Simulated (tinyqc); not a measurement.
Worked calculation: Hubbard ring of 6 sites. One step of it, computed by the program tinyqc.

Problem. Mean-field iteration 2. H(up) = T + U n(down), H(down) = T + U n(up); fill the lowest levels; n(new) = n + mixing (n(out) - n); E = tr T (rho up + rho down) + U sum n_up n_down of the output.

one-body matrix (hopping and site energies) (eV), lower triangle:
```
           1          2          3          4          5         6
1   0.000000
2  -0.810000   0.000000
3   0.000000  -0.810000   0.000000
4   0.000000   0.000000  -0.810000   0.000000
5   0.000000   0.000000   0.000000  -0.810000   0.000000
6  -0.810000   0.000000   0.000000   0.000000  -0.810000  0.000000
```

U = 10.400000 eV

electrons, up and down: 3  3

mixing = 0.200000

n(up) after iteration 1: 1 0.834111, 2 0.165889, 3 0.834111, 4 0.165889, 5 0.834111, 6 0.165889

n(down) after iteration 1: 1 0.165889, 2 0.834111, 3 0.165889, 4 0.834111, 5 0.165889, 6 0.834111

Give: levels, up; levels, down; energy; n(up) after iteration 2; n(down) after iteration 2.

Solution.

levels, up (eV): 1.3662  1.6321  1.6321  8.7679  8.7679  9.0338

levels, down (eV): 1.3662  1.6321  1.6321  8.7679  8.7679  9.0338

energy = -0.6243 eV

n(up) after iteration 2: 1 0.8624, 2 0.1376, 3 0.8624, 4 0.1376, 5 0.8624, 6 0.1376

n(down) after iteration 2: 1 0.1376, 2 0.8624, 3 0.1376, 4 0.8624, 5 0.1376, 6 0.8624
